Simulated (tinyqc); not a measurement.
Input admittance of a MOSFET at zero drain bias: distributed channel and distributed gate: one step of the calculation.

Source and drain grounded, strong inversion, w = 2 pi f, Cox = eps0 eox/tox. The channel is an RC line of resistance 1/(mu Cox Vo) per square fed from both ends, so one finger has the intrinsic admittance y = i w Cox L tanh(g)/g per width, g = (1/2) sqrt(i w tau), tau = L^2/(mu Vo). The vertical resistance rv/L is in series with y, the overlaps 2 i w Cov in parallel: y_t = 1/(1/y + rv/L) + 2 i w Cov. The gate strip is a line of Rsh/L per length loaded by y_t, so a finger has Y = y_t Wf tanh(k)/k, k = (Wf/sd) sqrt(y_t Rsh/L); the device has Nf Y.

Question. Input impedance of the device. k and Y as defined; Z = 1/(Nf Y) = R + 1/(i w C); Q = |Im Z|/R; signal at the point farthest from a contact |1/cosh k|.

Inputs (values chosen for the exercise); values of the order met in silicon radio-frequency transistors: channel length L = 1.5 um; finger width Wf = 4.5 um; number of fingers Nf = 32; sheet resistance of the gate Rsh = 30 ohm/square; number of ends at which a finger is contacted sd = 2; frequency f = 3 GHz.

y_t = 132.92985+312.57433i uS/um

Find: k; Nf Y; R; C; Q; signal at the far point.

Answer.

k = 0.1547+0.1023i
Nf Y = 19.52+44.60i mS
R = 8.235 ohm
C = 2820 fF
Q = 2.285
signal at the far point = 0.9932

Computed by the program tinyqc: `OMP_NUM_THREADS=1 python tinyqc.py 2262247 2262248 out.jsonl`, one thread of a shared Intel Xeon 2.30GHz, about 0.01 s for the whole run.
